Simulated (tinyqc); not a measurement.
# Film and buried-oxide thickness from two coupling ratios

Inverse problem. In a depleted film -dVT/dVb is k1 = Cs Cbox/(Cox (Cs + Cbox)) for a front channel and k2 = Cbox (Cox + Cs)/(Cox Cs) for a back channel, with Cox = eps0 eox/tox, Cs = eps0 eps_r/ts, Cbox = 3.9 eps0/tb. Find ts and tb.

Inputs (values chosen for the exercise); band and dielectric values close to those of In0.53Ga0.47As:

| symbol | value | unit | meaning |
|---|---|---|---|
| eps_r | 14.1 |  | relative permittivity |
| eox | 3.9 |  | relative permittivity of the gate insulator (close to silicon dioxide) |
| tox | 0.92 | nm | insulator thickness |

coupling ratios for a front and a back channel: 0.022265705  0.11155655

Solution. With y = Cox/Cs and z = Cox/Cbox, 1/k1 = y + z and k2 = (1 + y)/z, so y = (k2/k1 - 1)/(1 + k2); the thicknesses follow from y and z.

ts = 12.0 nm
tb = 38.0 nm

Program tinyqc, `OMP_NUM_THREADS=1 python tinyqc.py 2190119 2190120 out.jsonl`; Intel Xeon 2.30GHz, shared host, one thread, about 0.7 s.
